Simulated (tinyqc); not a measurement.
Contact resistivity and sheet resistance from two contact lengths.

Question. Rc = [sqrt(rc Rsh)/Wc] coth(Lc/(2 LT)), LT = sqrt(rc/Rsh), Wc = 72 nm; the second contact is twice as long as the first. Find LT, rc and Rsh.

Rc for Lc = 27 and 54 nm (ohm): [114.490262, 73.2513983]

Answer. With t = tanh(Lc/(2 LT)) for the shorter contact, the resistance of the longer over that of the shorter is (1 + t^2)/2. Then sqrt(rc Rsh) = Rc t Wc, and rc and Rsh follow by multiplying and dividing by LT.

LT = 22.94 nm
rc = 1.000e-9 ohm cm^2
Rsh = 190.0 ohm

Numbers from tinyqc (`OMP_NUM_THREADS=1 python tinyqc.py 2170127 2170128 out.jsonl`; about 0.04 s on one thread of a shared Intel Xeon 2.30GHz).
